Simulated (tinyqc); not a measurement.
Inside a calculation: valley splitting of a silicon quantum well in envelope theory. Values are carried at full precision from step to step, so a last printed digit may differ when a step is redone from the rounded ones.

Constants: hbar^2/2m0 = 3.80998211 eV angstrom^2; kB = 8.617333262e-05 eV/K.

Inputs chosen for the exercise (near those of a strained Si well in SiGe; the results hold for these values, not for the real material):

| symbol | value | unit | meaning |
|---|---|---|---|
| k0 | 0.849 | 2 pi/a | valley position |
| a | 5.431 | angstrom | lattice constant |
| ml | 0.902 | m0 | mass along z |
| F | 7.7 | mV/nm | field pressing towards the upper interface |
| w | 0.7 | angstrom | interface width parameter |
| L | 30 | angstrom | well width |
| V0 | 0.21 | eV | conduction offset |
| C0 | 0.279 |  | Bloch overlap factor |
| Yb | 0.32 |  | Ge share of the barrier |
| Yw | 0 |  | Ge share of the well |
| ad | 140 | angstrom | dot radius |

## Wave number and lengths

q = 2 k0 (2 pi/a), its wavelength, the field length (c/(ml e F))^(1/3) with c = hbar^2/2m0 and 1 mV/nm = 1e-4 eV/angstrom, and the damping factor y/sinh(y), y = pi q w, of a step smoothed as 1/(1 + exp(z/w)).

q = 1.9644 1/angstrom
wavelength = 3.198 angstrom
field length = 17.6 angstrom
damping factor = 0.115

## The envelope

The well lies at 0 < z < L; U(z) = V0 [1/(1 + exp(z/w)) + 1/(1 + exp((L - z)/w))] - e F z, 1 mV/nm = 1e-4 eV/angstrom. The envelope psi solves -(c/ml) psi'' + U psi = E psi, c = hbar^2/2m0, by three-point differences on a grid of 0.1 angstrom from -40 to L + 40 angstrom. The two valleys at +/- k0 couple through D = C0 times the integral of exp(-i q z) U(z) psi^2, q = 2 k0 (2 pi/a), and split by Ev = 2|D|.

Two lowest levels, mean position, and psi^2 at both interfaces.

levels (meV): 16.05  94.93

<z> = 16.0 angstrom
psi^2 at z = 0 and L (1/angstrom): 0.00473  0.00824

The field makes psi^2 at the upper interface 1.74 times that at the lower one. The orbital spacing is 78.9 meV.

## Contributions to the coupling

Split D into the lower barrier, the upper barrier and the field term.

Parts of D (micro-eV):

| part | real | imaginary | size |
|---|---|---|---|
| lower barrier | 13.995 | 10.838 | 17.702 |
| upper barrier | -30.731 | -0.955 | 30.746 |
| field term | -0.092 | -0.018 | 0.093 |

## Valley splitting and phase

The inter-valley coupling D is the sum of the complex parts; Ev = 2|D|, the valley phase is arg D, and kB T equals Ev at T = Ev/kB.

Ev = 39.0 micro-eV
phase = 2.61 rad
T = 0.45 K

The upper barrier gives the largest part.

## Alloy disorder

Random alloy: with Y(z) = Yw + (Yb - Yw) B(z), B the bracket in U, and in-plane density exp(-r^2/ad^2)/(pi ad^2), D gains a random complex part of variance sigma^2 = (C0^2/pi)(a^2 V0/(8 ad (Yb - Yw)))^2 (4/a) times the integral of psi^4 Y (1 - Y). Alone it gives a mean splitting sqrt(pi) sigma; together with the smooth part the rms splitting is 2 sqrt(|D|^2 + sigma^2).

Give the integral, sigma, the mean splitting from disorder alone and the rms total.

integral = 4.74e-05 1/angstrom
sigma = 16.1 micro-eV
sqrt(pi) sigma = 28.5 micro-eV
rms splitting = 50.6 micro-eV

|D|/sigma = 1.21: the two parts are comparable.

## Checks

- Lowest level for sharp walls and no field against the square well, meV: both 27.2.
- Size of one barrier part in that case against C0 V0 psi(0)^2/sqrt(q^2 + 4 kappa^2), micro-eV: both 1.9e+02.

Computed by tinyqc, a small Python program: `OMP_NUM_THREADS=1 python tinyqc.py 1282274 1282275 out.jsonl` (the numbers bound the seed that draws the inputs); one thread of a shared host (Intel(R) Xeon(R) Processor @ 2.30GHz), about 0.05 s for the whole set of steps.
